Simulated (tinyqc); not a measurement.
Vibrations of a mass or spring defect in a linear chain. Changing the defect mass M'. Computed by tinyqc, a small Python program. Command: `OMP_NUM_THREADS=1 python tinyqc.py 3002396 3002397 out.jsonl localmode sweep`. One thread of a shared host (Intel(R) Xeon(R) Processor @ 2.30GHz), about 0.05 s of CPU time with the checks.

A ring of N atoms with nearest-neighbour springs k and motion along the chain. Atom 1 is the defect, of mass M', and its two springs are k'. Odd sites are A (the defect replaces an A atom), even sites B.

Inputs (values chosen for the exercise, for a model chain):

| quantity | value | unit |
|---|---|---|
| spring constant k | 4.97 | eV/angstrom^2 |
| mass M_A | 50 | u |
| mass M_B | 22.9 | u |
| spring ratio k'/k at the defect | 0.68 | - |

Host: diatomic.

Constants: nu for 1 eV/(angstrom^2 u) = 15.6333042 THz.

Method:
- Host bands: lambda from 0 to 2k/M(heavy) and from 2k/M(light) to 2k (1/M_A + 1/M_B).
- nu = 15.6333042 THz x sqrt(lambda), lambda in eV/(angstrom^2 u).
- D_ii = (sum of the two springs at i)/M_i, D_ij = -k_ij/sqrt(M_i M_j) for neighbours, closed into a ring.
- The same matrix for 120 atoms; amplitudes are the mass-weighted eigenvector, in size, relative to the defect, for the highest mode; its weight is the squared component of the normalised eigenvector on the defect.

One run for each value:

| defect mass M' (u) | ratio to the top of the host band | weight of the highest mode on the defect | highest frequency, long ring (THz) |
|---|---|---|---|
| 2.0 | 2.3641 | 9.5251e-01 | 29.402 |
| 3.2 | 1.8965 | 9.2023e-01 | 23.586 |
| 5.0 | 1.5529 | 8.6645e-01 | 19.313 |
| 7.9 | 1.2868 | 7.6747e-01 | 16.003 |
| 13.0 | 1.0869 | 5.6658e-01 | 13.518 |
| 31.0 | 0.9999 | 6.9231e-06 | 12.436 |
| 50.0 | 0.9999 | 1.5222e-06 | 12.436 |

Give the missing row, defect mass M' (u) = 20.0.

Computed row; columns: (1) defect mass M' (u); (2) ratio to the top of the host band; (3) weight of the highest mode on the defect; (4) highest frequency, long ring (THz):
```
(1)      (2)         (3)     (4)
20.0  1.0000  1.4464e-02  12.437
```

Interpolating between the two neighbouring rows (the first column on a logarithmic scale, the others too where they are positive) misses most in weight of the highest mode on the defect, by 86 %. Over the rows, ratio to the top of the host band falls from 2.36 to 1.000; weight of the highest mode on the defect falls from 0.953 to 1.52e-6 (exponent d ln y / d ln x -0.073 between the first rows and -3.2 between the last); highest frequency, long ring (THz) falls from 29.4 to 12.4. At the low end the exponent of highest frequency, long ring is -0.47, close to -0.50: a very light atom vibrates against nearly fixed neighbours. At the high end the exponent of highest frequency, long ring is 0.00, close to 0: the defect atom hardly takes part in the top mode. A mode above the band (ratio over 1.0005) appears for M' up to 13.0 u among these rows, 0.26 of the mass replaced. Left out: 79.0, 120 (the highest mode does not move the defect).

Extremes, crossings and ranges named in words are read from the listed rows.
